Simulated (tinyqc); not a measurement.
Changing the recess depth d: stress in a transistor channel from embedded alloy regions, liners and fins, by half-space elasticity. Computed by tinyqc, a small Python program. Command: `OMP_NUM_THREADS=1 python tinyqc.py 3030975 3030976 out.jsonl stressor sweep`. One thread of a shared host (Intel(R) Xeon(R) Processor @ 2.30GHz), about 0.05 s of CPU time with the checks.

Plane strain in an isotropic half-space, the same constants everywhere; x along the channel from its centre, y downwards from the free surface; stress is positive in tension.

Inputs (values chosen for the exercise, modelled on silicon): alloy fraction x = 0.024; lattice change per unit x, beta = -0.464; Young's modulus E = 163 GPa; Poisson ratio nu = 0.24; channel length L = 110 nm; length of each stressor S = 25 nm; depth of the field point y = 1.3 nm; longitudinal piezoresistance coefficient = -32 1e-11/Pa; vertical piezoresistance coefficient = 52.8 1e-11/Pa.

Stressor: Si(1-x)C(x) source and drain.

Method:
- Misfit e = beta x. A fully constrained inclusion holds the stress -p with p = E e/(1 - 2 nu); a blanket film would hold -E e/(1 - nu) in the plane.
- A line element dA of misfit at (a, c) in the half-space gives, with C = E e/(2 pi (1 - nu)), X = x - a, r1^2 = X^2 + (y - c)^2, r2^2 = X^2 + Y^2, Y = y + c: s_xx = -C dA {[X^2 - (y - c)^2]/r1^4 + 3 [X^2 - Y^2]/r2^4 + 4 y Y (Y^2 - 3 X^2)/r2^6}, s_yy = C dA {[X^2 - (y - c)^2]/r1^4 - [X^2 - Y^2]/r2^4 + 4 y Y (Y^2 - 3 X^2)/r2^6}. These are integrated over two rectangles, L/2 < |a| < L/2 + S, 0 < c < d (closed form in a, 200 Gauss-Legendre points in c).
- At x = y = 0 the integral is s_xx = -(4/pi) [E e/(1 - nu)] [arctan(2 d/L) - arctan(d/(L/2 + S))].
- d mu/mu = -(pi_L s_xx + pi_z s_yy) for the embedded regions alone; the stress across the width is left out.

One run for each value:
```
recess depth d (nm)  s_xx (MPa)  s_xx at the surface (MPa)  s_yy (MPa)  mobility change (%)
5.0                        85.3                       85.9      0.1014                 2.72
8.3                       139.7                      141.1      0.1619                 4.46
14.0                      227.7                      231.1      0.2451                 7.27
23.0                      345.6                      353.2      0.3098                11.04
39.0                      481.2                      496.3      0.2661                15.38
65.0                      543.9                      566.3      0.1017                17.40
110.0                     477.0                      502.2     -0.0056                15.27
180.0                     345.6                      370.0     -0.0176                11.06
300.0                     217.7                      241.1     -0.0125                 6.97
```

What does the table show, and why?

Over the rows, s_xx (MPa) goes from 85.3 through a maximum among these rows, 544 at 65.0, to 218; s_xx at the surface (MPa) goes from 85.9 through a maximum among these rows, 566 at 65.0, to 241; s_yy (MPa) lies between -0.0176 and 0.310 without a single trend. At the surface the maximum lies at d = sqrt((L/2)(L/2 + S)) = 66 nm: an element deeper than its horizontal distance has the opposite effect on the surface, by the sign of X^2 - c^2.

Caution (rows 65.0): beyond a few hundred MPa bulk piezoresistance coefficients no longer describe an inversion layer well.

Extremes, crossings and ranges named in words are read from the listed rows.
